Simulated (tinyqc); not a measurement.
## Diameter from the threshold shift

Inverse problem. Undoped body with a flat potential across it, hard walls, transport along x. Three valley pairs (g = 2 each) with the longitudinal mass along x, y or z. Non-parabolicity enters the subband edges through E (1 + al E) = gamma, so E = 2 gamma/(1 + sqrt(1 + 4 al gamma)); motion within a subband is taken as parabolic with the band-edge mass. Energies are counted from the bulk band edge. gamma = C (2 z/(t + dl))^2 (1/my + 1/mz)/2, z the zeros of the Bessel functions J_l (2.404826, 3.831706, 5.135622, 5.520078, ...), twofold for l > 0; the mean inverse mass is an approximation for anisotropic valleys, C = hbar^2/(2 m0). Each subband has N_k = g sqrt(2 mx m0 kB T/(pi hbar^2)); without degeneracy n = exp(EF/Vt) sum N_k exp(-E_k/Vt). Classical value Nc times pi t^2/4, Nc = sum over valleys of 2 g (m m0 kB T/(2 pi hbar^2))^1.5 with m = (mx my mz)^(1/3). Threshold shift dVT = Vt ln(classical value/sum N_k exp(-E_k/Vt)). Find t and the lowest subband edge.

Parameters, values chosen for the exercise; masses close to those of silicon: temperature T = 200 K; longitudinal mass ml = 0.899 m0; transverse mass mt = 0.188 m0; non-parabolicity al = 0.5 1/eV; widening of the box by penetration into the insulator dl = 0.2 nm.

Constants: q = 1.602176634e-19 C, kB = 1.380649e-23 J/K, hbar = 1.054571817e-34 J s, m0 = 9.1093837015e-31 kg, Vt = kB T/q, hbar^2/(2 m0) = 0.0380998212 eV nm^2. Results are converted to the units shown.

dVT = 258.28186 mV

Answer. dVT is evaluated for trial values of t with all subbands; between 1.5 and 25 nm one value matches.

t = 2.70 nm
E_1 = 294 meV

Computed by the program tinyqc: `OMP_NUM_THREADS=1 python tinyqc.py 2350103 2350104 out.jsonl`, one thread of a shared Intel Xeon 2.30GHz, about 0.3 s for the whole run.
